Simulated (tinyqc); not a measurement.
Memristor with linear dopant drift, Joglekar window: one step of the calculation.

A film of thickness D has a doped share x: R = Ron x + Roff (1 - x), i = v/R, dx/dt = k i F with k = mv Ron/D^2 and F = 1 - (2 x - 1)^(2 p). The drive is v = V0 sin(2 pi f t). The model has no threshold and no heating.

Task. Rate constant, charge and flux scales. k = mv Ron/D^2; R0 = R(x0); without a window the film fills (x = 1) after the charge (1 - x0)/k and the flux (R0^2 - Ron^2)/(2 k (Roff - Ron)); half a period supplies the flux V0/(pi f).

Values chosen for this exercise:

| symbol | value | unit | meaning |
|---|---|---|---|
| Ron | 50 | ohm | resistance of the fully doped film |
| Roff | 16000 | ohm | resistance of the undoped film |
| D | 10 | nm | film thickness |
| mv | 1.1e-14 | m^2/(V s) | dopant mobility |
| x0 | 0.22 |  | doped share at t = 0 |
| V0 | 0.6 | V | amplitude |
| f | 0.3 | Hz | frequency |

Find: k; R0; charge to fill; flux to fill; flux of half a period.

Result.

k = 5500 1/C
R0 = 1.249e4 ohm
charge to fill = 141.8 uC
flux to fill = 0.8893 V s
flux of half a period = 0.6366 V s

Half a period supplies 71.6 % of the flux to fill.

tinyqc, about 0.3 s, one thread, Intel Xeon 2.30GHz (shared host): `OMP_NUM_THREADS=1 python tinyqc.py 2880135 2880136 out.jsonl`
